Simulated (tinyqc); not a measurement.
Vertical double-diffused power MOSFET, components of the on-resistance: On-resistance against the temperature.

Stripe cells of pitch Wp + a, two channels a cell. Current flows through the channels, spreads in the accumulation layer, passes the gap between the p bodies and spreads at 45 degrees into the drift layer below them. Low drain voltage, full ionisation.

Triangular field at breakdown with Ec = Kc N^(1/8): BV = eps0 eps_r Ec^2/(2 q N), so N = (eps0 eps_r Kc^2/(2 q BV))^(4/3); W = 2 BV/Ec; mu = mud (T/300 K)^(-bt); rho = 1/(q mu N); ideal resistance rho W. Pitch p = Wp + a, Cox = 3.9 eps0/tox; zero-bias depletion in the gap w0 = sqrt(2 eps0 eps_r Vbi/(q N Nj)), open gap g = a - 2 w0; R_ch = Lc p/(2 mch Cox Vov); R_acc = 0.6 a p/(4 mac Cox Vov), 0.6 being an empirical factor for current leaving the layer along its length; R_gap = (rho/Nj) xp p/g; spreading depth t = min(W, (p - g)/2); R_drift = (rho p/2) ln((g + 2 t)/g) + rho (W - t); R_on = the sum with Rs.

Parameters, values chosen for the exercise; bulk values close to those of 4H silicon carbide: relative permittivity eps_r = 9.7; critical-field constant Kc = 23800 V/cm per (cm^-3)^(1/8); rated breakdown voltage of the drift layer BV = 900 V; drift mobility at 300 K mud = 786 cm^2/(V s); temperature exponent of the drift mobility bt = 2.3; gate oxide thickness (eps_r 3.9) tox = 39 nm; gate overdrive Vov = 11 V; channel mobility mch = 33 cm^2/(V s); accumulation-layer mobility mac = 150 cm^2/(V s); channel length Lc = 1.2 um; width of the p body in one cell, channels included Wp = 6.2 um; gap between neighbouring p bodies a = 2.1 um; depth of the p body xp = 0.8 um; doping of the gap over the drift doping Nj = 3; built-in voltage of the body junction Vbi = 2.79 V; substrate and contact resistance Rs = 0.077 mohm cm^2.

Constants: q = 1.602176634e-19 C, eps0 = 8.8541878128e-14 F/cm where lengths are in cm. Results are converted to the units shown.

The same in every row: R_ch (mohm cm^2) = 1.5494; R_acc (mohm cm^2) = 0.17896.

On-resistance against the temperature:
```
T (K)  R_gap (mohm cm^2)  R_drift (mohm cm^2)  R_on (mohm cm^2)  ideal (mohm cm^2)  largest term
250             0.034784              0.26785            2.1080            0.18022       channel
290             0.048937              0.37683            2.2312            0.25355       channel
330             0.065872              0.50724            2.3785            0.34129       channel
370             0.085701              0.65993            2.5510            0.44403       channel
410              0.10852              0.83567            2.7496            0.56228       channel
450              0.13443               1.0352            2.9750            0.69652       channel
490              0.16352               1.2592            3.2281            0.84722       channel
```

R_on rises from 2.11 to 3.23 mohm cm^2. The channel term is the largest at T = 250 and in all other rows. R_on is 11.7 times the ideal drift resistance in the first row and 3.81 times in the last. Only the drift mobility depends on T in this model.

Program tinyqc, `OMP_NUM_THREADS=1 python tinyqc.py 2230139 2230140 out.jsonl`; Intel Xeon 2.30GHz, shared host, one thread, about 0.01 s.
